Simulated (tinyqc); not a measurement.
What each parameter does: delta-doped layer in the Thomas-Fermi potential.

All donors ionised in the plane z = 0, zero temperature, energies from the Fermi level EF of the Thomas-Fermi model, which lies at the bulk band edge; c = hbar^2/2m0, q = e^2/(4 pi eps0). gv = 1 equivalent valley, m_d = sqrt(m3^3/mz) in the plane. With n = (gv/3 pi^2)(m3 (-V)/c)^(3/2) and V'' = -(4 pi q/eps) n for z > 0, the solution is V = -b/(|z| + z0)^4 with sqrt(b) = 20/K, K = (4 pi q/eps)(gv/3 pi^2)(m3/c)^(3/2), and z0^5 = 4b/(e F0), e F0 = 2 pi q N/eps; 1e13/cm^2 = 1e-3/angstrom^2. Exchange and correlation are left out.

Subbands solve -(c/m_z) psi'' + V psi = E psi on 1280 points of spacing z0/80; up to ten levels for each group, kept if bound with an rms width below 2.5 z0.

Constants: hbar^2/2m0 = 3.80998211 eV angstrom^2; e^2/(4 pi eps0) = 14.39964547 eV angstrom.

Parameters, chosen for this exercise (near those of a delta-doped layer in GaAs; the results hold for these values, not for the real material): m3 = 0.069 m0 (density-of-states mass of a valley); mz = 0.069 m0 (mass along z); eps = 13.3 (dielectric constant); N = 0.35 x 1e13/cm^2 (donor sheet density).

z0, depth, lowest level and its rms width.

Results for these values:
```
case  z0 (angstrom)  depth (eV)  lowest (eV)  rms z (angstrom)
base         221.72      0.1320      -0.0773             32.51
```

What happens to each result for m3 = 0.079 m0, all else kept?

Answer: z0 falls from 221.72 to 204.43; depth falls from 0.1320 to 0.1217; lowest rises from -0.0773 to -0.0681; rms z rises from 32.51 to 33.35.

The same for each parameter in turn:
```
case                  z0 (angstrom)  depth (eV)  lowest (eV)  rms z (angstrom)
base                         221.72      0.1320      -0.0773             32.51
N = 0.56 x 1e13/cm^2         201.83      0.1922      -0.1163             27.30
eps = 12                     208.45      0.1375      -0.0793             31.68
m3 = 0.079 m0                204.43      0.1217      -0.0681             33.35
mz = 0.059 m0                221.72      0.1320      -0.0751             34.81
```

Program tinyqc; command `OMP_NUM_THREADS=1 python tinyqc.py 1282175 1282176 out.jsonl`; about 0.05 s on one thread of a shared Intel(R) Xeon(R) Processor @ 2.30GHz.
